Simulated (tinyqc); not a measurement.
Inside a calculation: standing waves and exposure in a photoresist film. Values are carried at full precision from step to step, so a last printed digit may differ when a step is redone from the rounded ones.

Normal incidence from air. Unexposed resist: N1 = n1 + i k1 with k1 = (A + B) lam/(4 pi), lam in micrometres. r01 = (1 - N1)/(1 + N1), t01 = 2/(1 + N1). Below the resist lie the layer Na = na + i ka and the substrate Ns = ns + i ks: r12 = (r1a + ras x)/(1 + r1a ras x), x = exp(4 pi i Na da/lam), r1a = (N1 - Na)/(N1 + Na), ras = (Na - Ns)/(Na + Ns). With p = exp(2 pi i N1 d/lam), the field at depth z is E(z) = t01 [exp(2 pi i N1 z/lam) + r12 p^2 exp(-2 pi i N1 z/lam)]/(1 + r01 r12 p^2), the relative intensity I(z) = n1 |E(z)|^2 and the reflectance R = |(r01 + r12 p^2)/(1 + r01 r12 p^2)|^2.

Parameters, chosen for this exercise (a resist on Cu, indices near tabulated ones; the results hold for these values, not for the real material): lam = 365 nm (vacuum wavelength); n1 = 1.695 (resist index); A = 0.84 1/micrometre (bleachable absorption (Dill A)); B = 0.11 1/micrometre (fixed absorption (Dill B)); d = 807 nm (resist thickness); ns = 1.256 (substrate n); ks = 1.943 (substrate k); na = 1.747 (n of the bottom antireflection layer); ka = 0.268 (its k); da = 45 nm (its thickness); C = 0.027 cm^2/mJ (exposure rate (Dill C)); D = 30 mJ/cm^2 (incident dose); Ld = 20 nm (diffusion length of the post-exposure bake).

## Interface coefficients

Form N1, r01, t01 and r12.

N1 = 1.69500+0.02759i
r01 = -0.2580-0.0076i
t01 = 0.7420-0.0076i
r12 = 0.1924+0.1528i
|r12|^2 = 0.0604

Next to the bottom the intensity swings by a factor ((1 + |r12|)/(1 - |r12|))^2 = 2.73 between antinode and node; without the layer |r12|^2 would be 0.3067.

## Round trip and reflectance

Form p^2, the denominator and R; the period of the standing wave is lam/(2 n1).

p^2 = -0.4644+0.0142i
1 + r01 r12 p^2 = 1.0231+0.0183i
R = 0.1221
period = 107.67 nm

The film holds 7.50 periods.

## Intensity and exposure over the lowest period

Nine depths from d - period to d. Without bleaching during the exposure the share of unexposed compound is m = exp(-C D I).

Profile:
```
z (nm)      I      m
699.3   0.641  0.595
712.8   0.678  0.577
726.2   0.597  0.617
739.7   0.442  0.699
753.2   0.300  0.784
766.6   0.252  0.815
780.1   0.323  0.770
793.5   0.467  0.685
807.0   0.599  0.616
```

I runs from 0.252 to 0.678 on these points, so m runs from 0.577 to 0.815; the least exposed point listed lies 40.4 nm above the bottom.

## Smoothing by the bake

Gaussian diffusion of length Ld multiplies a cosine of period L by exp(-2 pi^2 Ld^2/L^2). Give that factor, and the Ld that leaves 10 %.

factor = 0.506
Ld for 10 % = 36.77 nm

## Checks

- R against the transfer-matrix product: both 0.12214.

tinyqc: `OMP_NUM_THREADS=1 python tinyqc.py 1682212 1682213 out.jsonl`; about 0.01 s, one thread, shared Intel(R) Xeon(R) Processor @ 2.30GHz.
